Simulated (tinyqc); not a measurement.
# Resistance of a circular point contact between the ballistic and the diffusive limit: effect of the mean free path

Two half-spaces of a free-electron metal (one valley, spin 2) meet through a circular opening of radius a in an insulating sheet.

kF = (3 pi^2 n)^(1/3), resistivity rho = hbar kF/(n q^2 l). Maxwell: RM = rho/(2 a); Sharvin: RS = 4 rho l/(3 pi a^2); interpolation R = RS + gamma RM, gamma = (1 + 0.83 K)/(1 + 1.33 K), K = l/a.

Values chosen for this exercise: free-electron density n = 8e20 cm^-3; radius of the opening a = 1.8 nm.

Constants: q = 1.602176634e-19 C, hbar = 1.054571817e-34 J s. Results are converted to the units shown.

The same in every row: RS (ohm) = 1932.

Effect of the mean free path:
```
l (nm)	K = l/a	RM (ohm)	R (ohm)
0.1	0.05556	4.097e4	4.184e4
0.25	0.1389	1.639e4	1.736e4
0.6	0.3333	6828	7971
1.5	0.8333	2731	4123
3.6	2.000	1138	2759
8.7	4.833	470.9	2250
21	11.67	195.1	2058
52	28.89	78.78	1982
```

R falls from 41800 to 1980 ohm. RS stays at 1930 ohm, since rho l depends on n alone, and R is 2.6 % above it in the last row: a cleaner metal cannot lower R below the Sharvin value. In every row kF a is below 10, where the smooth Sharvin count is off by about 2/(kF a), a fifth or more.

Program tinyqc, `OMP_NUM_THREADS=1 python tinyqc.py 2760035 2760036 out.jsonl`; Intel Xeon 2.30GHz, shared host, one thread, about 0.01 s.
